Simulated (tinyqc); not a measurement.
Worked calculation: plane-wave Kohn-Sham cycle with exchange-only LDA in a layered model solid. Computed by tinyqc, a small Python program that keeps every step. Settings: points = 16, plane-wave index or count = 2, electrons = 4, k points = 1, area = 9.0, mixing = 0.5, iteration cap = 79, Kerker q0 = 1.08. Command: `OMP_NUM_THREADS=1 python tinyqc.py 31099 31100 out.jsonl` (the two numbers bound the seeds that draw the settings). One thread of a shared host (Intel(R) Xeon(R) Processor @ 2.60GHz), about 0.01 s of CPU time with the checks.

A solid whose potential varies along x alone (atomic units):
```
parameter                      value
period a                   17.200000
cross-section of the cell   9.000000
electrons per cell                 4
grid points                       16
plane waves -n..n, n               2
k points                           1
V1 in V1 cos(2 pi x/a)     -0.530000
V2 in V2 cos(4 pi x/a)      0.190000
```

Stop when sqrt(dV sum R^2) is below 1e-8, dV = a A/N.

Course of the cycle:
```
iteration  E (hartree)  norm of the residual
1          -1.86284554              2.89e-01
2          -1.52292589              2.47e-01
3          -1.28084998              2.02e-01
4          -1.12678914              1.64e-01
5          -1.03358144              1.31e-01
6          -0.97964671              1.02e-01
7          -0.95112955              7.54e-02
8          -0.93749138              5.35e-02
9          -0.93137696              3.69e-02
10         -0.93587003              2.08e-01
11         -0.96706964              1.03e-01
...                ...                   ...
69         -0.93164157              3.72e-02
70         -0.92964687              2.05e-01
71         -0.96913559              1.06e-01
72         -0.94141496              6.27e-02
73         -0.93164157              3.72e-02
74         -0.92964687              2.05e-01
75         -0.96913559              1.06e-01
76         -0.94141496              6.27e-02
77         -0.93164157              3.72e-02
78         -0.92964687              2.05e-01
79         -0.96913559              1.06e-01
```

Can the last value be used, and what does the course show?

Not by the stop rule. Not converged within 79 iterations: the residual wanders without falling. Reruns (cap 100 unless said): mixing 0.1: not converged; mixing 0.5, Kerker q0 1.0: not converged; mixing 0.3, Pulay depth 5: not converged; the original settings with a cap of 400: not converged.
